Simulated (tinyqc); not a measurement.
Undoped gate-all-around wire MOSFET, analytic charge model: effect of the gate work function less that of the intrinsic body.

An undoped round wire of radius R under an insulator shell and a surrounding gate; long channel, electrons only, n = ni exp((psi - V)/Vt) with V the quasi-Fermi potential (0 at the source, Vd at the drain), constant mobility, no quantisation. The radial Poisson equation gives n(r) = n(0)/(1 - (1 - b) r^2/R^2)^2 with b = Q0/(Q + Q0). Q is the electron charge per area of the wire surface.

ni = sqrt(Nc Nv) exp(-Eg/(2 Vt)), Eg in volts; Cox = eps0 eox/(R ln(1 + tox/R)); Q0 = 4 eps0 eps_r Vt/R; V0 = dphi + Vt ln[8 eps0 eps_r Vt/(q ni R^2)]. Q solves Vg - V0 - V = Q/Cox + Vt ln(Q/Q0) + Vt ln(1 + Q/Q0). I = mu (2 pi R/L)[2 Vt (Qs - Qd) + (Qs^2 - Qd^2)/(2 Cox) + Vt Q0 ln((Qd + Q0)/(Qs + Q0))], with Qs at V = 0 and Qd at V = Vd.  I(low) is taken at Vg = 0.25 V, Qs and I(high) at Vg = 1 V.

Parameters, values chosen for the exercise; material values close to those of silicon: temperature T = 300 K; band gap Eg = 1.12 eV; relative permittivity of the semiconductor eps_r = 11.6; conduction-band density of states at T Nc = 2.83e19 cm^-3; valence-band density of states at T Nv = 2.65e19 cm^-3; relative permittivity of the gate insulator eox = 23.8; insulator thickness tox = 5.1 nm; wire radius R = 4 nm; channel mobility mu = 540 cm^2/(V s); gate length L = 2 um; drain voltage Vd = 0.8 V.

Constants: q = 1.602176634e-19 C, kB = 1.380649e-23 J/K, Vt = kB T/q, eps0 = 8.8541878128e-14 F/cm where lengths are in cm. Results are converted to the units shown.

Result of one run:

| V0 (V) | I(low) (nA) | Qs(high) (nC/cm^2) | I(high) (uA) |
|---|---|---|---|
| 0.3491 | 0.9811 | 3322 | 6.885 |

Which gate work function less that of the intrinsic body dphi gave this result: -0.18, -0.03, 0.07 or 0.12 V?

dphi = -0.18 V.

The whole series:

| dphi (V) | V0 (V) | I(low) (nA) | Qs(high) (nC/cm^2) | I(high) (uA) |
|---|---|---|---|---|
| -0.18 | 0.3491 | 0.9811 | 3322 | 6.885 |
| -0.13 | 0.3991 | 0.1451 | 3031 | 5.808 |
| -0.08 | 0.4491 | 0.02105 | 2742 | 4.829 |
| -0.03 | 0.4991 | 0.003045 | 2456 | 3.947 |
| 0.02 | 0.5491 | 4.401e-4 | 2174 | 3.162 |
| 0.07 | 0.5991 | 6.363e-5 | 1896 | 2.471 |
| 0.12 | 0.6491 | 9.198e-6 | 1624 | 1.874 |

As dphi goes from -0.18 to 0.12 V, I(low) falls from 0.981 to 9.20e-6 nA and I(high) falls from 6.89 to 1.87 uA. V0 rises from 0.349 to 0.649 V. In every row the surface density at the source at the higher gate voltage passes 0.3 Nc, where Boltzmann statistics fail. In every row the body is thin enough for quantum confinement, left out here, to raise the threshold.

tinyqc, about 0.03 s, one thread, Intel Xeon 2.30GHz (shared host): `OMP_NUM_THREADS=1 python tinyqc.py 2460152 2460153 out.jsonl`
